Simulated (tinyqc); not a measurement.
A transmission-line measurement read back: specific resistance of a metal-semiconductor contact and its transmission-line measurement. Computed by tinyqc, a small Python program. Command: `OMP_NUM_THREADS=1 python tinyqc.py 3003412 3003413 out.jsonl contact walk`. One thread of a shared host (Intel(R) Xeon(R) Processor @ 2.30GHz), about 0.01 s of CPU time with the checks.

The barrier is parabolic (depletion approximation), energies E are normal energies counted from the band edge in the neutral semiconductor (downwards for holes), and the bias is zero. xi is an input, held fixed when other inputs move.

Inputs (values chosen for the exercise, modelled on n-type silicon):
```
quantity                                           value          unit
tunnelling mass m                                   0.32           m_0
permittivity eps                                    11.7             -
Richardson constant A*                               108  A/(cm^2 K^2)
barrier height phi_B                                0.65            eV
doping N                                         7.6e+19        1/cm^3
Fermi level above the band edge in the bulk, xi     0.06            eV
temperature T                                         77             K
sheet resistance R_sh                                100           ohm
contact length d                                   0.036    micrometre
contact width W                                     0.83    micrometre
```

Image-force lowering: included.

Constants: hbar = 1.054571817e-34 J s; eps_0 = 8.8541878128e-12 F/m; m_0 = 9.1093837015e-31 kg; k_B = 8.617333262e-05 eV/K; e = 1.602176634e-19 C.

Method:
- E_00 = (e hbar/2) sqrt(N/(eps eps_0 m)); band bending E_b = phi_B + xi; depletion width w = sqrt(2 eps eps_0 E_b/(e^2 N)). Image lowering d_phi = (e^3 N E_b/(8 pi^2 (eps eps_0)^3))^(1/4) (E_b in volts), and E_b - d_phi replaces E_b everywhere except in w.
- WKB transmission for E < E_b, with a = E/E_b: D = exp{-(E_b/E_00) [sqrt(1 - a) - a ln((1 + sqrt(1 - a))/sqrt(a))]}; D = 1 above.
- At zero bias 1/rho_c = (e A*/k_B^2) int D(E) f(E) dE, f = 1/(1 + exp((E - xi)/k_B T)); 200 Gauss-Legendre points from 0 to E_b, and k_B T ln(1 + exp((xi - E_b)/k_B T)) for the part above the barrier; the share of tunnelling is the part below.
- Transmission-line model: transfer length L_T = sqrt(rho_c/R_sh); R_c = (R_sh L_T/W) coth(d/L_T). Limits: rho_c/(W d) for d << L_T, sqrt(rho_c R_sh)/W for d >> L_T.
- Transmission-line model: transfer length L_T = sqrt(rho_c/R_sh); R_c = (R_sh L_T/W) coth(d/L_T). Two contacts a gap s apart give R = 2 R_c + R_sh s/W. A straight-line fit gives R_sh from the slope and R_c from the intercept; the simple reading takes L_x = R_c W/R_sh as the transfer length and rho_c = R_sh L_x^2.

R_c W = 380.134 ohm micrometre

contact resistance R_c = 457.993 ohm

specific contact resistance rho_c = 1.36417e-07 ohm cm^2

Resistances:
```
gap s (micrometre)  R (ohm)
3.8                  1373.8
7.6                  1831.6
15.0                 2723.2
30.0                 4530.4
61.0                 8265.4
```

L_x = 3.8013 micrometre

rho_c by the simple reading = 1.4450e-05 ohm cm^2

simple reading over true value = 105.93

What does the comparison show, and why?

The simple reading is 106 times too high, the factor coth^2(d/L_T): it holds only for d above about 2 L_T.
